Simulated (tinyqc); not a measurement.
Inside a calculation. Method: lattice vibrations of a chain. Computed by tinyqc, a small Python program that keeps every step. Command: `OMP_NUM_THREADS=1 python tinyqc.py 25846 25847 out.jsonl` (the two numbers bound the seeds that draw the settings). One thread of a shared host (Intel(R) Xeon(R) Processor @ 2.60GHz), about 0.01 s of CPU time with the checks.

## Dynamical matrix at q = 0.46

A chain moving along its axis:
```
atom    mass (u)  spring to the next atom (eV/angstrom^2)
1      22.200000                                15.500000
2     117.200000                                15.000000
```

q is in units of 2 pi/a. A spring k from atom i to atom j, n cells on, adds k to Phi_ii and Phi_jj, -k exp(2 pi i q n) to Phi_ij and the conjugate to Phi_ji (for one atom a cell: 2k (1 - cos 2 pi q n)); D_ij = Phi_ij / sqrt(m_i m_j).

D(q) (eV/(angstrom^2 u)):
$$\begin{pmatrix}
1.373874 & -0.019041+0.073132i \\
-0.019041-0.073132i & 0.260239
\end{pmatrix}$$

## Frequencies

omega^2 are the eigenvalues; wavenumber = 521.4708 sqrt(eigenvalue) 1/cm.

eigenvalues: [0.255134, 1.378979]

wavenumbers (1/cm): [263.4, 612.4]

weights |e|^2 of the mass-weighted modes, order atom 1, atom 2:
$$\begin{pmatrix}
0.004542 & 0.995458 \\
0.995458 & 0.004542
\end{pmatrix}$$

## Dispersion and heat capacity

C/k_B per atom = mean over q = (j + 1/2)/80, j = 0..39 and all branches of y^2 e^y/(e^y - 1)^2, y = hc wavenumber / k_B T.

Wavenumbers (1/cm):
```
q           branch 1    branch 2
0.000000    0.000000  666.608787
0.062500   47.702456  664.899805
0.125000   94.279540  659.908057
0.187500  138.520520  652.057774
0.250000  179.032487  642.117313
0.312500  214.134131  631.279534
0.375000  241.788755  621.212905
0.437500  259.726793  613.929367
0.500000  265.977031  611.247490
```

Heat capacity:
```
T (K)  C/k_B per atom
20           0.060177
50           0.159432
100          0.318735
200          0.544389
300          0.710001
600          0.904297
1200         0.974103
```

zero-point energy per atom = 24.938562 meV
